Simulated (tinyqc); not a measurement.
Averaged masses of warped heavy- and light-hole bands: sweeps and comparisons. A value that a table varies takes the place of the one given here.

Four-band hole energies E = c k^2 f(u), c = hbar^2/2m0, f = g1 -/+ 2 sqrt(g2^2 + 3 (g3^2 - g2^2) s), s = ux^2 uy^2 + uy^2 uz^2 + uz^2 ux^2 for the unit vector u; minus for heavy, plus for light holes; the mass along u is 1/f.

Grid: n x n midpoints in cos(theta) from 0 to 1 and phi from 0 to pi/2, equal weights. m_d = <f^(-3/2)>^(2/3). Conductivity mass for one scattering time: 1/m_c = <|w|^2 f^(-5/2)>/<f^(-3/2)> with w = grad_k(k^2 f)/(2 k), that is |w|^2 = f^2 + |angular gradient of f|^2/4.

Parameters, chosen for this exercise (out of a larger set: near those of Ge; not measured data):
```
symbol  value  unit  meaning
g1      13.35        Luttinger gamma1
g2      4.23         gamma2
g3      5.7          gamma3
```

## Ways to average over directions

Heavy and light m_d on grids of growing n, against n = 160; also the three-direction rule <F> = (10 F[100] + 16 F[110] + 9 F[111])/35 and the spherical masses 1/(g1 (1 -/+ mu)), mu = (6 g3 + 4 g2)/(5 g1).

Masses (m0):
```
method             heavy   light  error heavy (%)  error light (%)
grid n = 1        0.5025  0.0405            42.94            -4.43
grid n = 2        0.3579  0.0420             1.82            -0.85
grid n = 3        0.3554  0.0422             1.10            -0.40
grid n = 5        0.3526  0.0423             0.32            -0.16
grid n = 10       0.3518  0.0423             0.08            -0.04
grid n = 160      0.3515  0.0423             0.00             0.00
three directions  0.3746  0.0425             6.58             0.35
spherical         0.3199  0.0424            -9.00             0.18
[100] alone       0.2045  0.0459           -41.83             8.28
```

What does this show, and why?

The heavy mass is within 1 % from grid n = 5 on. Three directions err by +6.58 %, the spherical form by -9.00 % and [100] alone by -41.8 %; for light holes the same three err by +0.35, +0.18 and +8.3 %. The power -3/2 weights the heavy directions near [111], which a mean of f misses.

## Cyclotron masses against the field direction

For the central orbit m_cyc is the mean of 1/f(u) over the directions u normal to B (360 points on the circle). B lies in the (1-10) plane at the angle from [001]; 54.7 degrees is [111], 90 is [110].

Masses (m0):
```
angle (degrees)   heavy   light
0.0              0.2825  0.0436
15.0             0.2996  0.0431
30.0             0.3432  0.0423
45.0             0.3783  0.0416
54.7             0.3832  0.0415
70.0             0.3796  0.0417
90.0             0.3769  0.0421
```

How do the results move?

The heavy mass is smallest at 0 and largest at 54.7 degrees of the angles listed, a spread of 36 %; the light mass varies by 4.9 %. The orbit normal to [001] has s between 0 and 1/4, the orbit normal to [111] has s = 1/4 all round, which gives 1/(g1 - sqrt(g2^2 + 3 g3^2)) = 0.3832. This is the classical limit; low Landau levels of holes depart from it.

## Several materials

The inputs are values chosen for the exercise; n = 40; delta = (g3 - g2)/g1.

Results:
```
case            g1    g2    g3  m_d heavy  m_c heavy  m_d light  delta
A near Si     4.30  0.34  1.44      0.511      0.411     0.1549  0.256
B near InAs  19.86  8.48  9.23      0.526      0.448     0.0265  0.038
C near GaSb  13.42  4.70  6.03      0.465      0.338     0.0409  0.099
D near GaP    4.07  0.49  1.26      0.505      0.442     0.1653  0.189
E near Ge    13.39  4.25  5.67      0.342      0.275     0.0423  0.106
F near InP    5.08  1.60  2.11      0.846      0.707     0.1123  0.100
```

What does this show, and why?

Heavy masses span a factor of 2.5 and light ones 6.2: the coupling to the conduction band adds to g1, 2 g2 and 2 g3 alike, so it cancels for heavy holes and doubles for light ones. The ratio m_c/m_d of the heavy holes is lowest for C (0.73); delta is largest for A; the heavy band feels the warping rather through (g3 - g2)/(g1 - 2 g3), which runs from 0.50 to 0.98 here and is 0.98 for the case with the lowest ratio.

## What each parameter does

n = 40. Each row changes one parameter from the base and keeps the others.

Results:
```
case         m_d heavy (m0)  m_c heavy (m0)  m_d light (m0)  m_c light (m0)
base                 0.3515          0.2766          0.0423          0.0421
g1 = 12.949          0.4142          0.3040          0.0431          0.0428
g2 = 4.357           0.3593          0.2895          0.0422          0.0420
g3 = 5.871           0.3912          0.2804          0.0420          0.0417
```

What can be read from the table?

The largest shifts from the base row, up to three for each result and ties (the steps differ in size, so this ranks the rows, not the parameters). m_d heavy (m0): g1 +0.0627, g3 +0.0396, g2 +0.0078. m_c heavy (m0): g1 +0.0274, g2 +0.0129, g3 +0.0038. m_d light (m0): g1 +0.0007, g3 -0.0004, g2 -0.0002. m_c light (m0): g1 +0.0007, g3 -0.0004, g2 -0.0001.

tinyqc: `OMP_NUM_THREADS=1 python tinyqc.py 1080405 1080406 out.jsonl`; about 0.02 s, one thread, shared Intel(R) Xeon(R) Processor @ 2.30GHz.
